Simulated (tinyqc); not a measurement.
Spectrum around the gap: Franz-Keldysh effect at a direct gap.

Parabolic bands, vertical transitions, no excitons. For each hole band j: mr = me mj/(me + mj); joint density of states J_j(E) = (mr/c)^(3/2) sqrt(E - Eg)/(2 pi^2), both spins, c = hbar^2/2m0; averaged matrix element |e.p|^2 = m0 Ep/6; alpha_j(E) = 4 pi^2 alpha_f c Ep J_j/(3 nr E) in 1/angstrom (alpha_f the fine-structure constant, listed as alpha among the constants), times 1e8 for 1/cm.

In a field Fd (1 kV/cm = 1e-5 V/angstrom) the electro-optic energy of band j is th = (c (e Fd)^2/mr)^(1/3), and sqrt(E - Eg) in J_j is replaced by pi sqrt(th) [Ai'(b)^2 - b Ai(b)^2] with b = (Eg - E)/th; Ai is the Airy function.

Constants: hbar^2/2m0 = 3.80998211 eV angstrom^2; fine-structure constant alpha = 0.007297352564.

Inputs chosen for the exercise (near those of InP; not measured data):

| symbol | value | unit | meaning |
|---|---|---|---|
| Eg | 1.355 | eV | direct gap |
| me | 0.0771 | m0 | electron mass |
| mhh | 0.628 | m0 | heavy-hole mass |
| mlh | 0.0925 | m0 | light-hole mass |
| Ep | 20.8 | eV | Kane energy |
| nr | 3.37 |  | refractive index |
| Fd | 44 | kV/cm | uniform field |

Absorption (1/cm):

| E - Eg (eV) | alpha(0) | alpha(F) | change |
|---|---|---|---|
| -0.0552 | 0 | 2.007 | 2 |
| -0.0441 | 0 | 8.763 | 9 |
| -0.0331 | 0 | 34.26 | 34 |
| -0.0221 | 0 | 119.6 | 120 |
| -0.0110 | 0 | 369.8 | 370 |
| 0.0000 | 0 | 970.7 | 971 |
| 0.0110 | 3144 | 2140 | -1004 |
| 0.0221 | 4420 | 3888 | -532 |
| 0.0331 | 5367 | 5659 | 293 |
| 0.0552 | 6822 | 6845 | 23 |
| 0.0662 | 7413 | 7144 | -269 |
| 0.0883 | 8430 | 8545 | 115 |
| 0.1103 | 9281 | 9326 | 46 |

Give the missing row, E - Eg (eV) = 0.0441.

Computed row:
```
E - Eg (eV)  alpha(0)  alpha(F)  change
0.0441           6146      6670     524
```

At the gap alpha(F) = 971 1/cm; 44.1 meV below it 8.76 1/cm remain, the tail falling as exp(-(4/3) b^(3/2)). Among the energies listed the largest rise is 971 1/cm at E - Eg = 0.0 meV and the largest fall -1004 1/cm at 11.0 meV. It changes sign between 0.0 and 11.0 meV, between 22.1 and 33.1 meV, between 55.2 and 66.2 meV and between 66.2 and 88.3 meV; th is 22.1 meV for heavy holes and 26.0 meV for light holes.

Computed by tinyqc, a small Python program: `OMP_NUM_THREADS=1 python tinyqc.py 1682599 1682600 out.jsonl` (the numbers bound the seed that draws the inputs); one thread of a shared host (Intel(R) Xeon(R) Processor @ 2.30GHz), about 0.01 s for the whole set of steps.
